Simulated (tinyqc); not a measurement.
# Modulation-doped quantum well, Poisson-Schroedinger loop: effect of the temperature

A well of width L centred at z = 0 between barriers Vb; effective-mass electrons, parabolic bands. The electrons come from donor sheets outside the mesh, a share fL of Ns on the left and the rest on the right, so the structure is neutral. Energies are counted from the band edge of the well, with U = 0 on the first node in the Hartree part.

Schroedinger equation -C d/dz (1/m) dpsi/dz + (V0 + U) psi = E psi, C = hbar^2/(2 m0), on a fine mesh (400 intervals across the well) with hard walls 3.5 nm outside the well edges (to within half a fine step); the lowest 2 levels are kept. V0 = 0 in the well and Vb outside, plus q Fz z (1 kV/cm = 1e-4 eV/nm). N_k = D Vt ln(1 + exp((EF - E_k)/Vt)), D = md m0 q/(pi hbar^2), sum N_k = Ns; n = sum N_k |psi_k|^2. dU/dz = q (fL Ns - integral of n from the left)/(eps0 eps_r). The loop is converged to 1e-9 eV; shares under 0.001 % are printed as 0.

Inputs (values chosen for the exercise); material values close to those of GaN in AlGaN: mass along z in the well mw = 0.204 m0; mass along z in the barriers mb = 0.248 m0; in-plane mass md = 0.205 m0; barrier height Vb = 0.408 eV; relative permittivity (all layers) eps_r = 9.25; well width L = 7 nm; sheet density of electrons Ns = 1e12 cm^-2; share of the donors on the left side fL = 0.5; applied field along z Fz = 36 kV/cm.

Constants: q = 1.602176634e-19 C, kB = 1.380649e-23 J/K, hbar = 1.054571817e-34 J s, m0 = 9.1093837015e-31 kg, Vt = kB T/q, eps0 = 8.8541878128e-14 F/cm where lengths are in cm, hbar^2/(2 m0) = 0.0380998212 eV nm^2. Results are converted to the units shown.

Effect of the temperature:
columns A: T (K); B: E2 - E1 (meV); C: EF - E1 (meV); D: share of E2 (%); E: centroid (nm); F: charge in the barriers (%); G: range of U in the well (meV)
```
A       B      C       D       E     F     G
4    70.8   11.7       0  -0.203  1.37  23.4
20   70.8   11.7       0  -0.203  1.37  23.4
50   70.8   11.4       0  -0.203  1.37  23.4
100  70.8   9.10  0.0574  -0.203  1.37  23.4
150  70.8   4.83   0.670  -0.202  1.40  23.3
200  70.8  -1.08    2.26  -0.198  1.46  23.2
300  71.0  -16.9    7.27  -0.187  1.65  22.7
400  71.1  -36.7    12.6  -0.175  1.85  22.1
```

As T goes from 4 to 400, E2 - E1 stays near 70.9 meV, EF - E1 falls from 11.7 to -36.7 meV and the share of E2 rises from 0 to 12.6 %. EF stays below E2 throughout.

Computed by the program tinyqc: `OMP_NUM_THREADS=1 python tinyqc.py 2140003 2140004 out.jsonl`, one thread of a shared Intel Xeon 2.30GHz, about 0.1 s for the whole run.
